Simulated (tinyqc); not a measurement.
Switching kinetics of a ferroelectric film and the memory window of a ferroelectric gate stack: one step, computed by the program tinyqc.

Fields in MV/cm; 1 microcoulomb/cm^2 over eps_0 is 11.29409 MV/cm. In the stack (metal, ferroelectric, interlayer, channel) the channel is taken as a conductor.

Question. The hysteresis loop. Saturated branches: P(E) = P_s tanh[(E -/+ E_c)/(2 delta)], delta = E_c/ln[(1 + P_r/P_s)/(1 - P_r/P_s)]; D = P + eps_0 eps_F E.

Inputs (values chosen for the exercise, for a model film):
```
quantity                                 value               unit
saturation polarisation P_s                 20  microcoulomb/cm^2
ratio P_r/P_s                             0.76                  -
coercive field E_c                         1.5              MV/cm
permittivity of the ferroelectric eps_F     25                  -
```

Give: delta; P on both branches (microcoulomb/cm^2) at E/E_c = -3, -2, -1, -0.5, 0, 0.5, 1, 1.5, 2, 3; peak differential permittivity eps_F + P_s/(2 delta eps_0).

Answer.

delta = 0.75285 MV/cm

P on both branches (microcoulomb/cm^2) at E/E_c = -3, -2, -1, -0.5, 0, 0.5, 1, 1.5, 2, 3:
```
E (MV/cm)  rising branch  falling branch
-4.50            -19.986         -19.270
-3.00            -19.899         -15.200
-1.50            -19.270           0.000
-0.75            -18.082           9.213
0.00             -15.200          15.200
0.75              -9.213          18.082
1.50               0.000          19.270
2.25               9.213          19.727
3.00              15.200          19.899
4.50              19.270          19.986
```

peak differential permittivity eps_F + P_s/(2 delta eps_0) = 175.02
